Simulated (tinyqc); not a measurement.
The width of the window: equation-of-state fits to an energy-volume table made by a known binding curve. Computed by tinyqc, a small Python program. Command: `OMP_NUM_THREADS=1 python tinyqc.py 3002551 3002552 out.jsonl eosfit walk`. One thread of a shared host (Intel(R) Xeon(R) Processor @ 2.30GHz), about 0.02 s of CPU time with the checks.

With x = (V/V_0)^(1/3), the energy per atom is E = D [exp(-2 eta (x - 1)) - 2 exp(-eta (x - 1))], so that B0 = 2 D eta^2/(9 V_0) and B' = 1 + eta. B' = dB/dP at P = 0.

Inputs (values chosen for the exercise, for a model crystal):
```
quantity,value,unit
cohesive energy D,4.15,eV/atom
true volume V_0,9.75,angstrom^3/atom
stiffness eta,2.83,-
shift of the window centre s,-0.021,-
points N,9,-
compression V/V_0 for the pressure test,0.7,-
```

Binding curve: Morse. Noise: none.

Constants: 1 eV/angstrom^3 = 160.2176634 GPa.

Method:
- B0 and B' from the formulas above; P = -dE/dV at V = c V_0 (c the compression chosen), from the curve itself.
- Table: V_j = V_0 [1 + s + w (2 j/(N - 1) - 1)], j = 0..N-1, rounded to 0.001; E_j from the curve, rounded to 1e-7 eV.
- Murnaghan: E = E0 + (B0 V/B') [(V0/V)^B'/(B' - 1) + 1] - B0 V0/(B' - 1), P = (B0/B') [(V0/V)^B' - 1].
- Birch-Murnaghan: E = E0 + (9 V0 B0/16) [y^3 B' + y^2 (2 - 4 y)], y = (V0/V)^(2/3) - 1; P = (3 B0/2) (x^7 - x^5) [1 + (3/4)(B' - 4)(x^2 - 1)], x = (V0/V)^(1/3).
- Vinet: E = E0 + (9 B0 V0/h^2) {1 + [h (1 - x) - 1] exp(h (1 - x))}, P = 3 B0 (1 - x) x^-2 exp(h (1 - x)), x = (V/V0)^(1/3), h = (3/2)(B' - 1).
- All are least-squares fits to the energies; for polynomials in V, B0 = V E'' and B' = -1 - V E'''/E'' at the minimum.
- The table is made anew for each w.

exact B0 = 121.371 GPa

exact B' = 3.83

Errors (%):
```
w,"B0, parabola","B0, cubic","B0, Murnaghan","B0, Birch-Murnaghan","B0, Vinet","B', Birch-Murnaghan"
0.03,10.810,-0.364,0.078,0.021,0.002,-0.668
0.05,11.265,-0.009,0.014,0.003,-0.001,-0.619
0.08,12.414,0.877,-0.125,-0.029,0.006,-0.688
0.12,14.749,2.739,-0.406,-0.093,0.021,-0.815
0.16,18.092,5.438,-0.783,-0.181,0.040,-0.990
0.22,25.177,11.275,-1.495,-0.348,0.079,-1.338
```

The Birch-Murnaghan error of B0 is smallest among these at w = 0.05 (0.003 % in size); it is 0.021 % at the narrowest and 0.348 % at the widest.  At the widest window the errors of B0 are +25.2 % for the parabola and +11.3 % for the cubic in V.

Extremes, crossings and ranges named in words are read from the listed rows.
